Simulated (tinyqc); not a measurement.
Implanted layer, carriers, mobility and sheet resistance: effect of the peak chemical concentration.

An n-type layer from the surface x = 0 to the junction xj, N(x) = N0 exp(-(x - Rp)^2/(2 sg^2)). Local neutrality (no depletion at surface or junction, no spilling of carriers), intrinsic carriers neglected, full ionisation of active dopants.

xj = Rp + sg sqrt(2 ln(N0/Nb)). Active dopant A = min(N, Ns); n = A - Nb; mobility mu = m1 + (m2 (T/300 K)^(-bt) - m1)/(1 + ((A + Nb)/Nr)^am). Dose = integral of N, carrier sheet density = integral of n, 1/Rs = q integral of n mu, mean mobility 1/(q Rs sheet density), Hall mobility (unit Hall factor) = integral of n mu^2 over integral of n mu, Hall sheet density = (integral of n mu)^2/integral of n mu^2; all from 0 to xj. Integrals on 4000 steps.

Values chosen for this exercise; values close to those of phosphorus in silicon over a p-type background: temperature T = 250 K; background doping of the opposite type Nb = 1.3e14 cm^-3; mobility limit at high doping m1 = 70 cm^2/(V s); mobility limit at low doping, at 300 K m2 = 1380 cm^2/(V s); reference doping of the mobility law Nr = 9.4e16 cm^-3; exponent of the mobility law am = 0.719; temperature exponent of m2 bt = 2.3; solubility limit of active dopant Ns = 4.05e20 cm^-3; straggle after annealing sg = 110 nm; projected range Rp = 130 nm.

Constants: q = 1.602176634e-19 C. Results are converted to the units shown.

Results:
```
N0 (cm^-3),xj (nm),dose (cm^-2),carriers (cm^-2),Rs (ohm/square),mean mobility (cm^2/(V s)),Rs xj (ohm nm),Hall/true sheet density
5.3e17,578.5,1.288e13,1.287e13,767.5,631.8,4.440e5,0.9270
1.5e18,605.8,3.645e13,3.644e13,439.9,389.4,2.665e5,0.8745
3.9e18,629.5,9.478e13,9.477e13,264.9,248.7,1.667e5,0.8337
1.1e19,654.0,2.673e14,2.673e14,144.9,161.1,9.476e4,0.8218
2.9e19,675.9,7.047e14,7.047e14,75.45,117.4,5.100e4,0.8496
7.9e19,697.7,1.920e15,1.920e15,34.69,93.72,2.420e4,0.9016
2.2e20,719.1,5.346e15,5.346e15,14.31,81.57,1.029e4,0.9497
1.6e21,758.6,3.888e16,1.480e16,5.547,76.04,4208,0.9803
```

Estimate the missing row, N0 = 5.9e20 cm^-3.

Computed row:
```
N0 (cm^-3),xj (nm),dose (cm^-2),carriers (cm^-2),Rs (ohm/square),mean mobility (cm^2/(V s)),Rs xj (ohm nm),Hall/true sheet density
5.9e20,739.0,1.434e16,1.207e16,6.748,76.61,4987,0.9746
```

With this row back in the table: As N0 goes from 5.3e17 to 1.6e21, xj rises from 579 to 759 nm, Rs falls from 768 to 5.55 ohm/square, the mean mobility falls from 632 to 76.0 cm^2/(V s) and the share of the dose that conducts falls from 99.9 to 38.1 %. Rs goes as dose^(-0.54) at the low end and dose^(-0.20) at the high end; constant mobility and activation would give -1. Above N0 = Ns = 4.05e20 cm^-3 added dopant only widens the clipped top.

Computed by the program tinyqc: `OMP_NUM_THREADS=1 python tinyqc.py 2110121 2110122 out.jsonl`, one thread of a shared Intel Xeon 2.30GHz, about 0.01 s for the whole run.
